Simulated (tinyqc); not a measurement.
Decay of LO phonons and the hot-phonon bottleneck in the cooling of electrons: one step, computed by the program tinyqc.

n(E, T) = 1/(exp(E/(k_B T)) - 1) is the Bose occupation. Electrons have a temperature T_e; the LO modes within their reach share one occupation N; the decay products stay at the lattice temperature.

Task: Lifetime and Raman width. Decay rate 1/tau = (1/tau_0) [1 + 2 n(hbar omega/2)]. Full width Gamma = 1/(2 pi c tau) in 1/cm, c in cm/s.

Inputs (values chosen for the exercise, modelled on indium arsenide): LO energy hbar omega = 29.2 meV; lifetime at T = 0, tau_0 = 9.5 ps; lattice temperature T = 300 K.

Decay channel: two equal phonons (Klemens).

Constants: k_B = 8.617333262e-05 eV/K; c = 299792458 m/s.

Give: thermal factor tau_0/tau; phonon lifetime tau; Raman width Gamma; equilibrium LO occupation N_0.

Result:

thermal factor tau_0/tau = 3.6350

phonon lifetime tau = 2.6135 ps

Raman width Gamma = 2.0313 1/cm

equilibrium LO occupation N_0 = 0.47753

Stimulated decay shortens the lifetime by 72 %.
